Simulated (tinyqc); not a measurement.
# Inputs raised by 10 %, one at a time

Model: chemical vapour deposition: Grove model, boundary layer, depletion and step coverage. Computed by tinyqc, a small Python program. Command: `OMP_NUM_THREADS=1 python tinyqc.py 3016612 3016613 out.jsonl cvd sens`. One thread of a shared host (Intel(R) Xeon(R) Processor @ 2.30GHz), about 0.06 s of CPU time with the checks.

A precursor diffuses to the surface and reacts there at first order; each molecule that reacts adds one formula unit of film.

Inputs (values chosen for the exercise, close to those used for polysilicon from silane):
```
quantity,value,unit
prefactor k0 of k_s,1.8e+08,cm/s
activation energy E,1.64,eV
temperature T,720,C
total pressure p,760,torr
mole fraction of the precursor Y,0.0065,-
gas diffusivity D0 at 273.15 K and 760 torr,0.37,cm^2/s
film density N,5e+22,formula units/cm^3
precursor mass M,32,u
trench width w,0.053,um
aspect ratio of the trench,70,-
gas velocity U,12,cm/s
kinematic viscosity nu0 at 273.15 K and 760 torr,0.99,cm^2/s
susceptor length L,15,cm
channel height b,4.7,cm
```

Reactor: horizontal, atmospheric.

Constants: k_B = 1.380649e-23 J/K; u = 1.6605390666e-27 kg; k_B = 8.617333262e-05 eV/K.

Method:
- k_s = k0 exp(-E/(k_B T)); C_g = Y p/(k_B T), 1 torr = 133.322 Pa; D = D0 (T/273.15)^1.75 (760/p).
- Temperatures in kelvin are T(C) + 273.15.
- Mean speed c = sqrt(8 k_B T/(pi M)); reactive sticking probability beta = 4 k_s/c.
- nu = nu0 (T/273.15)^1.75 (760/p); Re = U L/nu; mean boundary layer delta = (2/3) L/sqrt(Re), at most b/2; h_g = D/delta.
- Fluxes in series: C_s = C_g/(1 + k_s/h_g); growth rate G = k_s h_g/(k_s + h_g) C_g/N; 1 cm/s = 6e8 nm/min.
- Plug flow: U b dC/dx = -k_eff C with k_eff = k_s h_g/(k_s + h_g), so C falls as exp(-k_eff x/(U b)); the used share of the precursor is 1 - C(L)/C(0).
- In a long trench of width w and depth l = aspect ratio x w: Knudsen diffusivity D_K = (2w) c/3 (hydraulic diameter 2w), combined as 1/D_e = 1/D_K + 1/D; D_e d2C/dz2 = 2 k_s C/w with D_e dC/dz = -k_s C at the floor. With m = sqrt(2 k_s/(w D_e)): C(floor)/C(top) = 1/[cosh(m l) + (k_s/(D_e m)) sinh(m l)].

Runs:
```
input moved,from,to,growth rate G at the inlet (nm/min),rate at the outlet over rate at the inlet,step coverage,modulus m l
base run,-,-,317.65,0.86366,0.92046,0.40987
prefactor k0 of k_s (cm/s),180000000,198000000,337.37,0.85584,0.91308,0.42988
total pressure p (torr),760,836,343.43,0.86584,0.91990,0.41140
mole fraction of the precursor Y,0.0065,0.00715,349.41,0.86366,0.92046,0.40987
gas diffusivity D0 at 273.15 K and 760 torr (cm^2/s),0.37,0.407,328.30,0.85943,0.92096,0.40848
gas velocity U (cm/s),12,13.2,323.02,0.87328,0.92046,0.40987
aspect ratio of the trench,70,77,317.65,0.86366,0.90519,0.45086
```

Exponents ln(y'/y) / ln(x'/x):
```
input,growth rate G at the inlet,rate at the outlet over rate at the inlet,step coverage,modulus m l
prefactor k0 of k_s,0.632,-0.095,-0.084,0.500
total pressure p,0.819,0.026,-0.006,0.039
mole fraction of the precursor Y,1.000,0.000,0.000,0.000
gas diffusivity D0 at 273.15 K and 760 torr,0.346,-0.052,0.006,-0.036
gas velocity U,0.176,0.116,0.000,0.000
aspect ratio of the trench,0.000,0.000,-0.175,1.000
```

Among the inputs moved here: growth rate G at the inlet answers most in size to mole fraction of the precursor Y (exponent +1.000), next to total pressure p (+0.819); its exponent is below 0.0005 for aspect ratio of the trench. Its exponent +1.000 in mole fraction of the precursor Y: first-order kinetics. Rate at the outlet over rate at the inlet answers most in size to gas velocity U (exponent +0.116), next to prefactor k0 of k_s (-0.095); its exponent is below 0.0005 for mole fraction of the precursor Y, aspect ratio of the trench. Step coverage answers most in size to aspect ratio of the trench (exponent -0.175), next to prefactor k0 of k_s (-0.084); its exponent is below 0.0005 for mole fraction of the precursor Y, gas velocity U. modulus m l answers most in size to aspect ratio of the trench (exponent +1.000), next to prefactor k0 of k_s (+0.500); its exponent is below 0.0005 for mole fraction of the precursor Y, gas velocity U. Its exponent +1.000 in aspect ratio of the trench: the modulus is proportional to depth.

Caution (all rows): the hydraulic-diameter form of D_K is rough for a slit.
